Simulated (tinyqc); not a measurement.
Electron mobility of a polar semiconductor by Rode's iterative solution of the Boltzmann equation: one step, computed by the program tinyqc. Command: `OMP_NUM_THREADS=1 python tinyqc.py 3006358 3006359 out.jsonl rode walk`. One thread of a shared host (Intel(R) Xeon(R) Processor @ 2.30GHz), about 0.01 s of CPU time with the checks.

The distribution is f(E) + e F l(E) (-df/dE) cos(theta) for a weak field F, theta counted from the force; l(E) is a mean free path. Elastic processes enter by their momentum rate, polar optical phonons by out- and in-scattering terms. One valley only: where upper valleys lie close, measured mobilities are lower. The density n is prescribed, even where a narrow-gap material would have more intrinsic carriers.

Question. The first two iterations on one ladder of the grid. Iteration: l_new(E) = [v(E) + c+ l(E + hbar w) + c- l(E - hbar w)]/(nu + S_o), from l = 0.

Inputs (values chosen for the exercise, modelled on InAs): temperature T = 350 K.

Band: parabolic. Elastic processes: acoustic, piezoelectric, impurity.

Points j = s/2, s/2 + s, ... (the first seven rungs, or as many as the grid holds), rates in 1e12/s:

| E (meV) | v (m/s) | nu | S_o | c+ | c- |
|---|---|---|---|---|---|
| 16.4812 | 504259 | 3.162209 | 2.929668 | 1.206982 | 0.000000 |
| 45.7812 | 840431 | 1.022256 | 5.673505 | 1.330362 | 1.347110 |
| 75.0812 | 1076277 | 0.590156 | 6.404490 | 1.312366 | 2.360528 |
| 104.3812 | 1269023 | 0.417359 | 6.498703 | 1.287194 | 2.768817 |
| 133.6813 | 1436129 | 0.328505 | 6.406889 | 1.263651 | 2.935804 |
| 162.9812 | 1585722 | 0.276349 | 6.258026 | 1.241352 | 2.996699 |
| 192.2812 | 1722371 | 0.243179 | 6.098494 | 1.219927 | 3.009084 |

Give: l after iteration 1; l after iteration 2 (all rungs but the last shown).

Answer.

l after iteration 1 (nm): 82.8  125.5  153.9  183.5  213.2  242.7  271.6

l after iteration 2 (all rungs but the last shown) (nm): 107.6  172.7  230.7  284.8  338.7  392.1

In-scattering lengthens l on the lowest rung by 30.0 % and on the second by 37.6 % in this step.
